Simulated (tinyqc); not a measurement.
Hole mobility in a silicon inversion layer, empirical terms and Matthiessen rule: two steps of the calculation.

Inversion layer of sheet density Ns on a uniformly doped body, under a high-permittivity gate with an interlayer. The mobility terms are empirical power laws with prefactors chosen for the exercise; adding their inverses (Matthiessen) is itself an approximation.

Inputs (values chosen for the exercise); material values close to those of silicon:
```
symbol    value        unit                                                meaning
T           300           K                                            temperature
Eg          1.1          eV                                               band gap
eps_r      11.8                         relative permittivity of the semiconductor
Nc      2.81e19       cm^-3                 conduction-band density of states at T
Nv      2.63e19       cm^-3                    valence-band density of states at T
Nb       1.9e17       cm^-3                                            body doping
Vsb           0           V                                      reverse body bias
eta      0.3333              weight of the inversion charge in the effective field
Ap          137  cm^2/(V s)           phonon-limited mobility at 1 MV/cm and 300 K
As          483  cm^2/(V s)                  roughness-limited mobility at 1 MV/cm
gs            1                                     exponent of the roughness term
Ac          870  cm^2/(V s)                                      Coulomb prefactor
Nit      5.5e11       cm^-2                                charge at the interface
Ar          160  cm^2/(V s)              remote-phonon mobility without interlayer
ti          1.5          nm                                   interlayer thickness
lr          0.8          nm                         decay length of remote phonons
Ns       1.1e13       cm^-2                                      inversion density
WL           10                                                          ratio W/L
Vd         0.01           V                                          drain voltage
I            19          uA                                measured linear current
```

Constants: q = 1.602176634e-19 C, kB = 1.380649e-23 J/K, Vt = kB T/q, eps0 = 8.8541878128e-14 F/cm where lengths are in cm. Results are converted to the units shown.

Question 1. Depletion charge and effective field. ni = sqrt(Nc Nv) exp(-Eg/(2 Vt)), Eg in volts; Ndep = sqrt(2 eps0 eps_r Nb (2 Vt ln(Nb/ni) + Vsb)/q); E = q (Ndep + eta Ns)/(eps0 eps_r), in MV/cm.

Find: ni; Ndep; E.

Answer 1.

ni = 1.5658e10 cm^-3
Ndep = 1.4456e12 cm^-2
E = 0.78391 MV/cm

The depletion charge gives 28.3 % of the field.

Question 2. Inversion density for the measured current. I = (W/L) q Ns mu Vd. E = q (Ndep + eta Ns)/(eps0 eps_r) in MV/cm. With t = T/(300 K): muC = Ac (Ns/1e12 cm^-2) t/(Nb/1e17 cm^-3 + Nit/1e11 cm^-2), muP = Ap E^(-1/3) t^(-1.75), muS = As E^(-gs), muR = Ar exp(2 ti/lr)/t; 1/mu is the sum of the inverses. Ns(new) = I/((W/L) q mu Vd).

Ns after iteration 1 = 1.0125929e13 cm^-2
Ndep = 1.4456450e12 cm^-2

Find: E; mu; Ns after iteration 2.

Answer 2.

E = 0.73923 MV/cm
mu = 109.68 cm^2/(V s)
Ns after iteration 2 = 1.0812e13 cm^-2

Computed by the program tinyqc: `OMP_NUM_THREADS=1 python tinyqc.py 2510007 2510008 out.jsonl`, one thread of a shared Intel Xeon 2.30GHz, about 0.01 s for the whole run.
